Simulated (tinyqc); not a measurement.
Worked calculation: rigid-ion and shell models of the dielectric response of an ionic crystal. Computed by tinyqc, a small Python program that keeps every step. Command: `OMP_NUM_THREADS=1 python tinyqc.py 3020335 3020336 out.jsonl shell walk`. One thread of a shared host (Intel(R) Xeon(R) Processor @ 2.30GHz), about 0.01 s of CPU time with the checks. Intermediate numbers are printed to about 5 digits and carried at full precision; extremes and crossings named in words are read from the listed rows.

Charges +Z and -Z; 8 nearest neighbours, Madelung constant M = 1.762675, volume per ion pair Omega = 1.539601 d^3. Energy per pair U = -M Z^2 e2/d + 8 A exp(-d/rho), e2 = e^2/(4 pi eps_0). In the shell model the anion is a core of charge Y - Z and a massless shell of charge -Y, joined by the spring k; the repulsion acts on the shell. Each ion feels the Lorentz field E + (4 pi/3) P (Gaussian units).

Inputs (values chosen for the exercise, for a model crystal):

| quantity | value | unit |
|---|---|---|
| nearest-neighbour distance d | 2.54 | angstrom |
| ionic charge Z | 1 | e |
| hardness d/rho | 10.6 | - |
| cation mass | 28.3 | u |
| anion mass | 35.45 | u |
| shell charge size Y | 2.24 | e |
| core-shell spring k | 57.8 | eV/angstrom^2 |
| cation polarisability alpha_+ | 0.15 | angstrom^3 |
| film thickness t | 2.7 | nm |

Structure: caesium chloride.

Constants: e^2/(4 pi eps_0) = 14.39964548 eV angstrom; 1 eV/angstrom^3 = 160.2176634 GPa; nu for 1 eV/(angstrom^2 u) = 15.6333042 THz; 1 THz = 33.35640952 1/cm; eps_0 = 8.8541878128e-12 F/m; h x 1 THz = 4.135667696 meV.

## Equilibrium, bulk modulus and repulsive spring

Zero pressure fixes 8 A exp(-d/rho) = M Z^2 e2 rho/d^2. Then U = -(M Z^2 e2/d)(1 - rho/d), B = M Z^2 e2 (d/rho - 2)/(9 Omega d), and the spring of one sublattice against the other is R = (1/3) x (Laplacian of the repulsion summed over neighbours) = M Z^2 e2 (d/rho - 2)/(3 d^3), so R = 3 B Omega/d^2.

volume Omega = 25.230 angstrom^3

lattice energy U = -9.0501 eV/pair

bulk modulus B = 60.638 GPa

repulsive spring R = 4.4402 eV/angstrom^2

## Rigid ions

With C = 4 pi Z^2 e2/(3 Omega): mu lambda_TO = R - C, mu lambda_LO = R + 2 C; eps_inf = 1 and eps_s = lambda_LO/lambda_TO. lambda in eV/(angstrom^2 u) gives the wavenumber 15.6333042 x 33.35640952 x sqrt(lambda); mu is the reduced mass.

Coulomb spring C = 2.3907 eV/angstrom^2

omega_TO, rigid ions = 188.19 1/cm

omega_LO, rigid ions = 399.18 1/cm

eps_s, rigid ions = 4.4996

## Shell model: electronic response

Eliminating the shell gives the anion polarisability alpha_- = Y^2 e2/(k + R), the Szigeti charge Z_S = Z - Y R/(k + R) and the softened spring R' = k R/(k + R). With b = 4 pi (alpha_+ + alpha_-)/(3 Omega): eps_inf = (1 + 2b)/(1 - b) (Clausius-Mossotti); Born charge Z* = Z_S (eps_inf + 2)/3.

anion polarisability alpha_- = 1.1609 angstrom^3

Szigeti charge Z_S = 0.84020 e

softened spring R' = 4.1234 eV/angstrom^2

b = 0.21764

eps_inf = 1.8345

Born charge Z* = 1.0739 e

Overlap pushes the shell back and lowers the effective charge to 84 % of Z; the local field then raises the Born charge to 107 % of Z.

## Shell model: lattice response

mu lambda_TO = R' - (4 pi e2/(3 Omega)) Z_S^2/(1 - b); mu lambda_LO = mu lambda_TO + 4 pi e2 Z*^2/(eps_inf Omega); eps_s = eps_inf lambda_LO/lambda_TO.

mu lambda_TO = 1.9662 eV/angstrom^2

omega_TO = 184.33 1/cm

omega_LO = 334.50 1/cm

eps_s = 6.0415

share of R' left after the dipole term = 0.47684

The dipole field cancels 52 % of the short-range spring.

## As a gate dielectric

Capacitance per area eps_0 eps_s/t; equivalent oxide thickness EOT = t x 3.9/eps_s; the surface optical mode against silicon (eps = 11.7) lies at omega_TO sqrt[(eps_s + 11.7)/(eps_inf + 11.7)], and its squared coupling to channel electrons scales as g = hbar omega_SO [1/(11.7 + eps_inf) - 1/(11.7 + eps_s)], with hbar omega = h c x wavenumber.

capacitance per area = 19.812 fF/micrometre^2

equivalent oxide thickness = 1.7429 nm

surface optical mode = 211.04 1/cm

remote-phonon coupling g = 0.45842 meV

## From rigid to soft shells

The formulas are those given above.

Response against the core-shell spring:

| k (eV/angstrom^2) | eps_inf | Z_S | Z* | omega_TO (1/cm) | omega_LO (1/cm) | eps_s |
|---|---|---|---|---|---|---|
| 46 | 2.0690 | 0.80282 | 1.0889 | 184.00 | 323.85 | 6.4092 |
| 58 | 1.8315 | 0.84071 | 1.0737 | 184.33 | 334.65 | 6.0368 |
| 75 | 1.6404 | 0.87480 | 1.0615 | 184.59 | 345.27 | 5.7389 |
| 100 | 1.4874 | 0.90477 | 1.0518 | 184.80 | 355.42 | 5.5018 |
| 150 | 1.3429 | 0.93560 | 1.0425 | 185.00 | 366.78 | 5.2788 |
| 230 | 1.2470 | 0.95758 | 1.0364 | 185.13 | 375.54 | 5.1313 |
| 460 | 1.1603 | 0.97858 | 1.0309 | 185.25 | 384.48 | 4.9984 |
| 1700 | 1.0990 | 0.99416 | 1.0270 | 185.33 | 391.51 | 4.9045 |

From the stiffest to the softest shell eps_inf rises from 1.10 to 2.07 and Z_S falls from 0.99 to 0.80; omega_LO moves by -17 % and omega_TO by -0.7 %. Screening by eps_inf cuts the LO frequency, which rigid ions overstate (rigid ions: 399 per cm); eps_s goes from 4.90 to 6.41.

Checks made by the program: TO spring by direct elimination of the shell from the 2 x 2 energy matrix (relative difference below 1e-10); Szigeti's relation mu lambda_TO (eps_s + 2)/(eps_inf + 2) = R' (relative difference below 1e-10).
